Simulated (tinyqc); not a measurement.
Weibull analysis of times to dielectric breakdown, with area scaling: one step of the calculation.

Breakdown times follow F(t) = 1 - exp(-(t/t63)^beta). The 12 times below were drawn at random from beta = 3.1, t63 = 170 s and are treated as data; all samples failed.

Problem. Likelihood estimate of beta. Maximum likelihood: a(beta) = 1/beta with a = sum t^beta ln t/sum t^beta - mean ln t. Newton step: beta(new) = beta - [a - 1/beta]/[v + 1/beta^2], v the variance of ln t under the weights t^beta.

| i | t (s) |
|---|---|
| 1 | 81.2 |
| 2 | 117 |
| 3 | 119 |
| 4 | 140 |
| 5 | 164 |
| 6 | 166 |
| 7 | 180 |
| 8 | 182 |
| 9 | 213 |
| 10 | 218 |
| 11 | 253 |
| 12 | 270 |

beta after iteration 1 = 3.5719257

Find: beta after iteration 2.

Solution.

beta after iteration 2 = 3.609

Numbers from tinyqc (`OMP_NUM_THREADS=1 python tinyqc.py 2070059 2070060 out.jsonl`; about 0.01 s on one thread of a shared Intel Xeon 2.30GHz).
